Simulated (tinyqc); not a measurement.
# Resistance of a tapered via with liner, size effect and interface: via resistance against the sidewall angle

A round via whose diameter grows from db at the bottom as D(z) = db + 2 z/tan(ang). The fill, of diameter D - 2 tl, starts above the bottom liner (thickness fb tl) and has rho = rho0 (1 + ks lam/(D - 2 tl)); the sidewall liner conducts in parallel with it. The bottom liner and the interface are crossed over the full area pi db^2/4. Spreading in the lines above and below is left out.

Slices between z0 = fb tl and hv, evaluated at their midpoints: conductance per length pi/4 [(D - 2 tl)^2/rho + (D^2 - (D - 2 tl)^2)/rl], slice resistance = slice height over that. 2000 slices. R_fill = sum of the slices; R_bottom = rl fb tl/(pi db^2/4); R_interface = ri/(pi db^2/4); ballistic (Sharvin) limit 1/(Sb pi (db - 2 tl)^2/4); ideal cylinder rho0 hv/(pi db^2/4).

Parameters, values chosen for the exercise; fill metal close to tungsten: diameter at the bottom db = 18 nm; height hv = 59 nm; bulk resistivity of the fill rho0 = 5.25 uohm cm; mean free path of the fill lam = 15.1 nm; size-effect factor ks = 1.4; liner on the sidewall tl = 2.7 nm; liner at the bottom over that on the sidewall fb = 0.7; resistivity of the liner rl = 500 uohm cm; interface resistivity at the bottom ri = 1.6e-12 ohm cm^2; ballistic conductance per area, about 3/(4 rho0 lam) Sb = 9.1e14 S/m^2.

The same in every row: R_bottom (ohm) = 37.14; R_interface (ohm) = 0.6288; ballistic limit (ohm) = 8.813.

Via resistance against the sidewall angle:
```
ang (degrees)  R_fill (ohm)  R (ohm)  R over ideal cylinder  largest part
90                    62.56    100.3                  8.242          fill
89                    51.23    88.99                  7.311          fill
88                    43.15    80.92                  6.648          fill
87                    37.14    74.90                  6.153          fill
86                    32.49    70.25                  5.772  bottom liner
84                    25.80    63.57                  5.222  bottom liner
82                    21.23    59.00                  4.847  bottom liner
```

What does the table show?

R falls from 100 to 59.0 ohm. The fill is the largest part at ang = 90, the bottom liner from 86 on. The share of the two bottom terms goes from 37.6 to 64.0 %.

Program tinyqc, `OMP_NUM_THREADS=1 python tinyqc.py 2750037 2750038 out.jsonl`; Intel Xeon 2.30GHz, shared host, one thread, about 0.01 s.
